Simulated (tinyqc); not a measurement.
Width of the well: optical transitions of a finite quantum well.

Each carrier sees a square well of width L with its own depth V and masses m (inside), mb (outside); c = hbar^2/2m0, k = sqrt(m E/c), kappa = sqrt(mb (V - E)/c), and level n solves k L + 2 atan[(k/m)/(kappa/mb)] = n pi. The envelope is cos(kz) for odd n and sin(kz) for even n inside, joins exp(-kappa (|z| - L/2)) outside, and is normalised to 1. Excitons and band mixing are left out.

Constants: hbar^2/2m0 = 3.80998211 eV angstrom^2; hc = 1239.841984 eV nm.

Parameters, chosen for this exercise (near those of an InGaAs well in InP; not measured data):

| symbol | value | unit | meaning |
|---|---|---|---|
| Eg | 0.8 | eV | gap of the well |
| Vc | 0.241 | eV | conduction offset |
| Vv | 0.335 | eV | valence offset |
| me | 0.0412 | m0 | electron, well |
| meb | 0.0787 | m0 | electron, barrier |
| mh | 0.377 | m0 | heavy hole along z, well |
| mhb | 0.544 | m0 | heavy hole, barrier |
| ml | 0.0528 | m0 | light hole along z, well |
| mlb | 0.1241 | m0 | light hole, barrier |
| Ls | (32, 54, 66, 85, 102, 144, 221) | angstrom | widths |

Edge wavelength hc/(Eg + e1 + hh1), squared e1-hh1 overlap, lh1 - hh1, and the 1-2 intersubband energy with f_12 = (m1/c) E12 z_12^2, 1/m1 = <1|1/m|1> (dash: e2 unbound).

Results:

| L (angstrom) | edge (nm) | overlap^2 | lh1 - hh1 (meV) | E12 (meV) | f_12 |
|---|---|---|---|---|---|
| 32 | 1269.0 | 0.7821 | 82.6 | - | - |
| 54 | 1373.8 | 0.8715 | 54.1 | - | - |
| 66 | 1407.8 | 0.8967 | 43.9 | 171.8 | 0.610 |
| 102 | 1466.5 | 0.9380 | 26.0 | 114.9 | 0.975 |
| 144 | 1498.4 | 0.9604 | 16.1 | 71.3 | 0.969 |
| 221 | 1523.3 | 0.9786 | 8.3 | 36.6 | 0.963 |

Give the missing row, L (angstrom) = 85.

Computed row:
```
L (angstrom)  edge (nm)  overlap^2  lh1 - hh1 (meV)  E12 (meV)   f_12
85               1444.6     0.9227             32.7      142.4  0.959
```

The edge tunes from 1269 to 1523 nm, towards hc/Eg = 1550 nm, while the overlap goes from 0.782 to 0.979. e2 binds at L = pi sqrt(c/(me Vc)) = 61.5 angstrom; f_12 starts from zero there and is 0.610 at 66 angstrom, the rest going to the continuum; among the widths listed it peaks at 0.975 (102 angstrom) and is 0.963 in the widest well, against 0.961 for hard walls.

Run: tinyqc, `OMP_NUM_THREADS=1 python tinyqc.py 1252637 1252638 out.jsonl`; Intel(R) Xeon(R) Processor @ 2.30GHz, one thread, shared host; about 0.09 s of CPU time with all checks.
